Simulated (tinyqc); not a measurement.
Virtual-crystal alloy in the empirical-pseudopotential method: one step. The six lowest plane waves at X. Two cases, with inputs chosen for the exercise.

Problem. k = (1,0,0) with the small basis G = (0,0,0), (-2,0,0), (-1,1,1), (-1,-1,-1), (-1,1,-1), (-1,-1,1) in place of the full one.

Empirical pseudopotential on the fcc lattice, atoms at +/- tau, tau = a (1,1,1)/8, no spin-orbit coupling. H(G,G') = c (2 pi/a)^2 |k + G|^2 delta + VS(q) cos(q.tau) + i VA(q) sin(q.tau), q = G - G', c = hbar^2/2m0; k and G in units of 2 pi/a; VS at |q|^2 = 3, 8, 11 and VA at 3, 4, 11, in rydberg, zero elsewhere. At each k the basis holds all G with |k + G|^2 up to 16; energies are counted from the fourth level at Gamma.

Constants: hbar^2/2m0 = 3.80998211 eV angstrom^2; Ry = 13.60569312 eV.

Case 1.

a = 5.462460 angstrom

VS at 3, 8, 11 (Ry): [-0.2108900, 0.0347300, 0.0772600]

VA at 3, 4, 11 (Ry): [0.0000000, 0.0000000, 0.0000000]

Case 2.

a = 5.502580 angstrom

VS at 3, 8, 11 (Ry): [-0.2187064, 0.0295868, 0.0729654]

VA at 3, 4, 11 (Ry): [0.0000000, 0.0000000, 0.0000000]

Give: H in this small basis.

Solution.

Case 1.

H in this small basis (eV), rows 000, -200, -1+1+1, -1-1-1, -1+1-1, -1-1+1 and columns alike:
$$\begin{pmatrix}
5.041 & 0 & -2.029 & 2.029 & -2.029 & -2.029 \\
0 & 5.041 & 2.029 & -2.029 & -2.029 & -2.029 \\
-2.029 & 2.029 & 10.082 & -0.473 & 0 & 0 \\
2.029 & -2.029 & -0.473 & 10.082 & 0 & 0 \\
-2.029 & -2.029 & 0 & 0 & 10.082 & 0.473 \\
-2.029 & -2.029 & 0 & 0 & 0.473 & 10.082
\end{pmatrix}$$

Case 2.

H in this small basis (eV), rows 000, -200, -1+1+1, -1-1-1, -1+1-1, -1-1+1 and columns alike:
$$\begin{pmatrix}
4.968 & 0 & -2.104 & 2.104 & -2.104 & -2.104 \\
0 & 4.968 & 2.104 & -2.104 & -2.104 & -2.104 \\
-2.104 & 2.104 & 9.935 & -0.403 & 0 & 0 \\
2.104 & -2.104 & -0.403 & 9.935 & 0 & 0 \\
-2.104 & -2.104 & 0 & 0 & 9.935 & 0.403 \\
-2.104 & -2.104 & 0 & 0 & 0.403 & 9.935
\end{pmatrix}$$

Computed by tinyqc, one run a case: `OMP_NUM_THREADS=1 python tinyqc.py N N+1 out.jsonl` with N = 1050294, 1050856; one thread of a shared Intel(R) Xeon(R) Processor @ 2.30GHz, about 0.2 s a run at most.
